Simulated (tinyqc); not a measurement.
UKS/BLYP in the sto-6g basis, for BeH, spin multiplicity 2, step by step (part 2 of 2). Computed by tinyqc, a small Python program that keeps every step (integrals from PySCF). Command: `OMP_NUM_THREADS=1 python tinyqc.py 28792 28793 out.jsonl` (the two numbers bound the seeds that draw the settings). One thread of a shared host (Intel(R) Xeon(R) Processor @ 2.60GHz), about 2 s of CPU time with the checks.

Geometry (angstrom):
```
atom         x         y         z
Be    0.000000  0.000000  0.000000
H     0.000000  0.000000  1.382000
```

## Iteration 2: diagonalisation and new density

extrapolated F(alpha) (hartree), lower triangle:
```
            1Be 1s     1Be 2s    1Be 2px    1Be 2py    1Be 2pz      2H 1s
1Be 1s   -6.798308
1Be 2s   -1.515104  -0.898746
1Be 2px   0.000000   0.000000  -0.476813
1Be 2py   0.000000   0.000000   0.009901  -0.451483
1Be 2pz  -0.032744  -0.111109   0.000000   0.000000  -0.444158
2H 1s    -0.400861  -0.379297   0.000000   0.000000  -0.287222  -0.176671
```

extrapolated F(beta) (hartree), lower triangle:
```
            1Be 1s     1Be 2s    1Be 2px    1Be 2py    1Be 2pz      2H 1s
1Be 1s   -6.929864
1Be 2s   -1.527854  -0.866848
1Be 2px   0.000000   0.000000  -0.403105
1Be 2py   0.000000   0.000000  -0.015277  -0.438238
1Be 2pz  -0.029893  -0.106735   0.000000   0.000000  -0.435135
2H 1s    -0.404369  -0.373929   0.000000   0.000000  -0.286551  -0.175959
```

X, lower triangle:
```
            1Be 1s     1Be 2s   1Be 2px   1Be 2py    1Be 2pz     2H 1s
1Be 1s    1.026459
1Be 2s   -0.141802   1.144736
1Be 2px   0.000000   0.000000  1.000000
1Be 2py   0.000000   0.000000  0.000000  1.000000
1Be 2pz  -0.010122   0.135209  0.000000  0.000000   1.153409
2H 1s     0.019049  -0.330007  0.000000  0.000000  -0.375618  1.269094
```

Diagonalise F' = X^T F X, C = X C', fill 3 alpha and 2 beta electrons from the bottom; D(s) = C_occ C_occ^T. Each column has its largest component positive (the first on a tie).

F' = X^T F X (alpha) (hartree), lower triangle:
```
           1          2          3          4          5         6
1  -6.753096
2  -0.565645  -0.608362
3   0.000000   0.000000  -0.476813
4   0.000000   0.000000   0.009901  -0.451483
5  -0.012531  -0.055520   0.000000   0.000000  -0.378332
6  -0.103233  -0.201173   0.000000   0.000000  -0.208853  0.116576
```

orbital energies (alpha) (hartree): MO1 -6.806922, MO2 -0.654561, MO3 -0.480223, MO4 -0.448072, MO5 -0.390145, MO6 0.228414

coefficients C (alpha):
```
               MO1        MO2        MO3       MO4        MO5        MO6
1Be 1s    1.009325  -0.205817   0.000000  0.000000   0.101108   0.053585
1Be 2s   -0.041852   0.933944   0.000000  0.000000  -0.492082  -0.584437
1Be 2px   0.000000   0.000000   0.945474  0.325698   0.000000   0.000000
1Be 2py   0.000000   0.000000  -0.325698  0.945474   0.000000   0.000000
1Be 2pz  -0.000515   0.467683   0.000000  0.000000   0.863020  -0.725462
2H 1s     0.009883  -0.028233   0.000000  0.000000   0.054557   1.362749
```

F' = X^T F X (beta) (hartree), lower triangle:
```
           1          2          3          4          5         6
1  -6.887565
2  -0.565093  -0.568026
3   0.000000   0.000000  -0.403105
4   0.000000   0.000000  -0.015277  -0.438238
5  -0.009349  -0.046535   0.000000   0.000000  -0.365479
6  -0.106345  -0.207180   0.000000   0.000000  -0.213655  0.118319
```

orbital energies (beta) (hartree): MO1 -6.939932, MO2 -0.623064, MO3 -0.443952, MO4 -0.397391, MO5 -0.378975, MO6 0.239220

coefficients C (beta):
```
               MO1        MO2       MO3        MO4        MO5        MO6
1Be 1s    1.009931  -0.198802  0.000000   0.000000   0.107241   0.056637
1Be 2s   -0.044919   0.905289  0.000000   0.000000  -0.523054  -0.602131
1Be 2px   0.000000   0.000000  0.350308   0.936634   0.000000   0.000000
1Be 2py   0.000000   0.000000  0.936634  -0.350308   0.000000   0.000000
1Be 2pz  -0.001682   0.482573  0.000000   0.000000   0.847066  -0.734456
2H 1s     0.011099  -0.000193  0.000000   0.000000   0.054827   1.363022
```

D(alpha) after iteration 2, lower triangle:
```
            1Be 1s     1Be 2s    1Be 2px   1Be 2py    1Be 2pz     2H 1s
1Be 1s    1.061097
1Be 2s   -0.234464   0.874002
1Be 2px   0.000000   0.000000   0.893921
1Be 2py   0.000000   0.000000  -0.307939  0.106079
1Be 2pz  -0.096777   0.436811   0.000000  0.000000   0.218728
2H 1s     0.015786  -0.026782   0.000000  0.000000  -0.013209  0.000895
```

D(beta) after iteration 2, lower triangle:
```
            1Be 1s     1Be 2s   1Be 2px   1Be 2py    1Be 2pz     2H 1s
1Be 1s    1.059482
1Be 2s   -0.225338   0.821566
1Be 2px   0.000000   0.000000  0.000000
1Be 2py   0.000000   0.000000  0.000000  0.000000
1Be 2pz  -0.097635   0.436944  0.000000  0.000000   0.232880
2H 1s     0.011247  -0.000673  0.000000  0.000000  -0.000112  0.000123
```

## Iteration 11 (converged): orbitals

converged F(alpha) (hartree), lower triangle:
```
            1Be 1s     1Be 2s   1Be 2px   1Be 2py    1Be 2pz      2H 1s
1Be 1s   -3.750865
1Be 2s   -1.061563  -0.458334
1Be 2px   0.000000   0.000000  0.005554
1Be 2py   0.000000   0.000000  0.000000  0.005554
1Be 2pz   0.002366  -0.013371  0.000000  0.000000  -0.062337
2H 1s    -0.276104  -0.251070  0.000000  0.000000  -0.185823  -0.176838
```

converged F(beta) (hartree), lower triangle:
```
            1Be 1s     1Be 2s   1Be 2px   1Be 2py    1Be 2pz      2H 1s
1Be 1s   -3.738868
1Be 2s   -1.057600  -0.412048
1Be 2px   0.000000   0.000000  0.038075
1Be 2py   0.000000   0.000000  0.000000  0.038075
1Be 2pz  -0.002529  -0.071748  0.000000  0.000000   0.011548
2H 1s    -0.275704  -0.246205  0.000000  0.000000  -0.183264  -0.157060
```

As before.

F' = X^T F X (alpha) (hartree), lower triangle:
```
           1          2         3         4          5         6
1  -3.661692
2  -0.570466  -0.175586
3   0.000000   0.000000  0.005554
4   0.000000   0.000000  0.000000  0.005554
5  -0.006397   0.090097  0.000000  0.000000   0.066451
6  -0.047806  -0.201431  0.000000  0.000000  -0.234875  0.039225
```

orbital energies (alpha) (hartree): MO1 -3.754318, MO2 -0.247336, MO3 -0.105247, MO4 0.005554, MO5 0.005554, MO6 0.375300

coefficients C (alpha):
```
               MO1        MO2        MO3        MO4       MO5        MO6
1Be 1s    0.991173  -0.195312  -0.194190   0.000000  0.000000   0.126135
1Be 2s    0.034539   0.542882   0.756302   0.000000  0.000000  -0.767989
1Be 2px   0.000000   0.000000   0.000000   0.975982  0.217849   0.000000
1Be 2py   0.000000   0.000000   0.000000  -0.217849  0.975982   0.000000
1Be 2pz   0.002698   0.216659  -0.622303   0.000000  0.000000  -1.027432
2H 1s    -0.006806   0.549150  -0.282756   0.000000  0.000000   1.216303
```

F' = X^T F X (beta) (hartree), lower triangle:
```
           1          2         3         4          5         6
1  -3.649338
2  -0.573893  -0.134223
3   0.000000   0.000000  0.038075
4   0.000000   0.000000  0.000000  0.038075
5  -0.003842   0.030402  0.000000  0.000000   0.147570
6  -0.047851  -0.195001  0.000000  0.000000  -0.247763  0.065602
```

orbital energies (beta) (hartree): MO1 -3.742264, MO2 -0.236001, MO3 0.001038, MO4 0.038075, MO5 0.038075, MO6 0.406839

coefficients C (beta):
```
               MO1        MO2        MO3        MO4       MO5        MO6
1Be 1s    0.991283  -0.186932  -0.214308   0.000000  0.000000   0.103334
1Be 2s    0.034379   0.516971   0.852524   0.000000  0.000000  -0.680055
1Be 2px   0.000000   0.000000   0.000000  -0.026107  0.999659   0.000000
1Be 2py   0.000000   0.000000   0.000000   0.999659  0.026107   0.000000
1Be 2pz   0.004871   0.281560  -0.513594   0.000000  0.000000  -1.070863
2H 1s    -0.007665   0.531970  -0.359220   0.000000  0.000000   1.203689
```

D(alpha) after iteration 11, lower triangle:
```
            1Be 1s     1Be 2s   1Be 2px   1Be 2py   1Be 2pz     2H 1s
1Be 1s    1.058281
1Be 2s   -0.218664   0.867906
1Be 2px   0.000000   0.000000  0.000000
1Be 2py   0.000000   0.000000  0.000000  0.000000
1Be 2pz   0.081203  -0.352936  0.000000  0.000000  0.434210
2H 1s    -0.059094   0.084039  0.000000  0.000000  0.294920  0.381563
```

D(beta) after iteration 11, lower triangle:
```
            1Be 1s    1Be 2s   1Be 2px   1Be 2py   1Be 2pz     2H 1s
1Be 1s    1.017585
1Be 2s   -0.062559  0.268441
1Be 2px   0.000000  0.000000  0.000000
1Be 2py   0.000000  0.000000  0.000000  0.000000
1Be 2pz  -0.047804  0.145726  0.000000  0.000000  0.079300
2H 1s    -0.107040  0.274750  0.000000  0.000000  0.149744  0.283051
```

Within a degenerate level the vectors are fixed only up to a rotation; this is one choice.

## Convergence

Stop when the energy changes by less than 1e-08 hartree and every element of the error matrix X^T (F D S - S D F) X (for each spin) is below 3e-05.

Course of the cycle:
```
iteration   E (hartree)     change  largest element of the error matrix
1           -3.92629758          -                             6.65e-02
2          -14.84683338  -1.09e+01                             2.16e-01
3          -14.79102610   5.58e-02                             2.28e-01
4          -14.78921258   1.81e-03                             2.28e-01
5          -14.78480086   4.41e-03                             2.31e-01
6          -15.15979038  -3.75e-01                             7.57e-02
7          -15.18029025  -2.05e-02                             2.48e-02
8          -15.18180353  -1.51e-03                             1.22e-03
9          -15.18180788  -4.35e-06                             4.52e-04
10         -15.18180829  -4.08e-07                             2.79e-05
11         -15.18180829  -1.91e-09                             7.89e-07
```

PySCF UKS in the same basis, fine grid, after a stability check = -15.19003471 hartree

Converged in 11 iterations. The coarse grid moves the energy by +8.23e-03 hartree.

## Populations, bond orders and dipole

overlap S, lower triangle:
```
           1Be 1s    1Be 2s   1Be 2px   1Be 2py   1Be 2pz     2H 1s
1Be 1s   1.000000
1Be 2s   0.254764  1.000000
1Be 2px  0.000000  0.000000  1.000000
1Be 2py  0.000000  0.000000  0.000000  1.000000
1Be 2pz  0.000000  0.000000  0.000000  0.000000  1.000000
2H 1s    0.065688  0.443878  0.000000  0.000000  0.513042  1.000000
```

Mulliken: Z minus the diagonal of D S on the atom; Loewdin: the same with S^(1/2) D S^(1/2); Mayer order: 2 sum_s sum (D(s) S)_ij (D(s) S)_ji over the two atoms.

Charges (e):
```
atom   Mulliken    Loewdin  Mulliken spin
1Be    0.041091   0.032662       0.908509
2H    -0.041091  -0.032662       0.091491
```

Mayer bond orders:
```
pair     order
2-1   0.989941
```

dipole moment about the origin, x y z (debye): 0.000000  0.000000  -0.549101

<S^2> of the determinant (pure state: 0.75) = 0.750738
